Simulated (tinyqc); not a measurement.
Inside a calculation: density of states of one tight-binding band on the simple cubic lattice. Values are carried at full precision from step to step, so a last printed digit may differ when a step is redone from the rounded ones.

E(k) = -2 t (c1 + c2 + c3) - 4 t2 (c1 c2 + c2 c3 + c3 c1) with ci = cos(2 pi ki); k in fractions of the reciprocal vectors, mesh k_i = j/N with j = 0 .. N-1. Densities are per cell and per spin, so the band holds one state.

Inputs chosen for the exercise:
- t = 1.79 eV (nearest hopping)
- t2 = 0 eV (second hopping)
- N = 5 (mesh points along each axis)
- bins = 8 (bins of the histogram)
- E_lo = -10.813 eV (lower end of the histogram)
- E_hi = 10.817 eV (upper end)
- E = -0.1 eV (energy at which the density is wanted)
- sigma = 0.895 eV (Gaussian width)

## Energies on the mesh

Evaluate the band at all 125 points and collect equal values.

Distinct energies:

| E_k (eV) | points |
|---|---|
| -10.7400 | 1 |
| -8.2663 | 6 |
| -5.7926 | 12 |
| -4.2637 | 6 |
| -3.3188 | 8 |
| -1.7900 | 24 |
| 0.6837 | 24 |
| 2.2126 | 12 |
| 4.6863 | 24 |
| 8.6888 | 8 |

The 125 points give 10 distinct energies between -10.7400 and 8.6888 eV; a dense mesh gives a band from -10.740 to 10.740 eV.

## Histogram

Count the points in equal bins from E_lo to E_hi; g = count/(all points x bin width).

Histogram:

| from (eV) | to (eV) | points | g (1/eV) |
|---|---|---|---|
| -10.8130 | -8.1092 | 7 | 0.0207 |
| -8.1092 | -5.4055 | 12 | 0.0355 |
| -5.4055 | -2.7018 | 14 | 0.0414 |
| -2.7018 | 0.0020 | 24 | 0.0710 |
| 0.0020 | 2.7058 | 36 | 0.1065 |
| 2.7058 | 5.4095 | 24 | 0.0710 |
| 5.4095 | 8.1133 | 0 | 0.0000 |
| 8.1133 | 10.8170 | 8 | 0.0237 |

Empty bins: 1 of 8; the fullest holds 36 points. Empty bins inside the band come from the coarse mesh, not from gaps.

## Gaussian broadening at one energy

Gaussian broadening: g(E) = mean over the mesh of exp(-(E - E_k)^2/(2 sigma^2))/(sigma sqrt(2 pi)), n(E) = mean of erfc((E_k - E)/(sigma sqrt 2))/2.

Sum over the distinct energies with their counts.

n(E) = 0.4874
g(E) = 0.0743 1/eV

## One tetrahedron of the mesh

For corner energies e1 <= e2 <= e3 <= e4 and eij = ei - ej, the share of the tetrahedron below E is n = (E - e1)^3/(e21 e31 e41) for e1 < E < e2; n = [e21^2 + 3 e21 x + 3 x^2 - (e31 + e42) x^3/(e32 e42)]/(e31 e41) with x = E - e2 for e2 < E < e3; n = 1 - (e4 - E)^3/(e41 e42 e43) for e3 < E < e4; its density of states is g = dn/dE.

corner energies, sorted (eV): -5.7926  -3.3188  0.6837  4.6863

Find its share below E and its density of states at E.

n = 0.6781
g = 0.1869 1/eV

E lies between corners 2 and 3.

## Sum over all linear tetrahedra

Each cube of the mesh, corners numbered 0 to 7 as the binary number (i j l), is cut into six tetrahedra around the diagonal 0-7: 0137, 0157, 0237, 0267, 0457, 0467. For corner energies e1 <= e2 <= e3 <= e4 and eij = ei - ej, the share of the tetrahedron below E is n = (E - e1)^3/(e21 e31 e41) for e1 < E < e2; n = [e21^2 + 3 e21 x + 3 x^2 - (e31 + e42) x^3/(e32 e42)]/(e31 e41) with x = E - e2 for e2 < E < e3; n = 1 - (e4 - E)^3/(e41 e42 e43) for e3 < E < e4; its density of states is g = dn/dE.

Average n and g over all pieces of the mesh. The reference uses the same method with N = 36.

n(E) = 0.4940
g(E) = 0.0922 1/eV
reference n(E) = 0.492
reference g(E) = 0.080 1/eV

On this mesh the linear method errs by +0.012 1/eV in g and +0.002 in n; the Gaussian sum erred by -0.006 and -0.005.

## Checks

- States below the top of the band by the linear method against one: both 1.000000.

tinyqc: `OMP_NUM_THREADS=1 python tinyqc.py 1651914 1651915 out.jsonl`; about 0.3 s, one thread, shared Intel(R) Xeon(R) Processor @ 2.30GHz.
